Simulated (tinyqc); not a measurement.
## Activation energy from two powers

Question. P(T) = Pd + Pl (T/300 K)^2 exp[(q Ea/kB)(1/(300 K) - 1/T)]. Find Ea and Pl.

Parameters, values chosen for the exercise:
```
symbol,value,unit,meaning
Pd,33,W,temperature-independent switching power
```

Constants: q = 1.602176634e-19 C, kB = 1.380649e-23 J/K. Results are converted to the units shown.

P at T = 360 and 400 K (W): 45.0432891  107.512526

Solution. Subtract Pd; the ratio of the leakage powers, divided by the T^2 factors, is an Arrhenius factor.

Ea = 0.5000 eV
Pl = 0.3330 W

tinyqc, about 0.01 s, one thread, Intel Xeon 2.30GHz (shared host): `OMP_NUM_THREADS=1 python tinyqc.py 2520018 2520019 out.jsonl`
